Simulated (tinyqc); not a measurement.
Atomic layer deposition: Langmuir saturation, growth per cycle and coating of deep features: one step, computed by the program tinyqc. Command: `OMP_NUM_THREADS=1 python tinyqc.py 3016554 3016555 out.jsonl ald walk`. One thread of a shared host (Intel(R) Xeon(R) Processor @ 2.30GHz), about 0.05 s of CPU time with the checks.

Precursor A sticks only on free sites, so a long enough pulse saturates; co-reactant B then frees the sites again.

Task: Exposure for a deep feature. Diffusion-limited filling (Gordon) of a long trench of width w, hydraulic diameter 2w, so that a is replaced by a/2 in the hole formula: t = (q/F)(1 + 19a/8 + 3a^2/8). Reaction-limited filling needs ln(100)/k_a at any depth, k_a = beta F/q. Flow is molecular. The front picture holds when the modulus (a/2) sqrt(beta) is well above 1. Depth reached by the given pulse: solve the same formula for a. Exposure = p x diffusion-limited time; 1 langmuir = 1.33322e-4 Pa s.

Inputs (values chosen for the exercise, modelled on silicon dioxide from an aminosilane and ozone): site density q = 2.9 1/nm^2; sticking probability beta on free sites = 0.027; precursor pressure p = 7.1 Pa; temperature T = 200 C; pulse time t = 0.0014 s; aspect ratio a = 110.

Feature: long trench.

flux F = 65197.08 1/(nm^2 s)

Give: diffusion-limited time; exposure; modulus; aspect ratio reached by the front in time t.

Result:

diffusion-limited time = 0.2135 s

exposure = 11370 langmuir

modulus = 9.037

aspect ratio reached by the front in time t = 6.388

Caution: for a long trench the a/2 rule ignores the ln(a)/a transmission of a slit, so times at large a are too long. Caution: the pulse is shorter than ln(100)/k_a, so even the open surface is not saturated and the depth reached has no meaning. Caution: the depth reached is formal here: it is under 4/sqrt(beta), so no sharp front has formed.
